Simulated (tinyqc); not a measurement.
From results back to parameters: phonon-assisted absorption at an indirect gap.

Problem. A slab transmits Tr = (1 - R)^2 x/(1 - R^2 x^2) with x = exp(-alpha d) and R = ((nr - 1)/(nr + 1))^2.

Parameters, chosen for this exercise (out of a larger set: loosely those of SiC at room temperature; Eg is not tied to T; not measured data): nr = 2.83 (refractive index); d = 23 micrometre (thickness).

Tr = 0.605503

Find: x; alpha.

Solution. Tr R^2 x^2 + (1 - R)^2 x - Tr = 0; take the positive root, then alpha = -ln(x)/d.

x = 0.9672
alpha = 14.5 1/cm

Computed by tinyqc, a small Python program: `OMP_NUM_THREADS=1 python tinyqc.py 1681185 1681186 out.jsonl` (the numbers bound the seed that draws the inputs); one thread of a shared host (Intel(R) Xeon(R) Processor @ 2.30GHz), about 0.01 s for the whole set of steps.
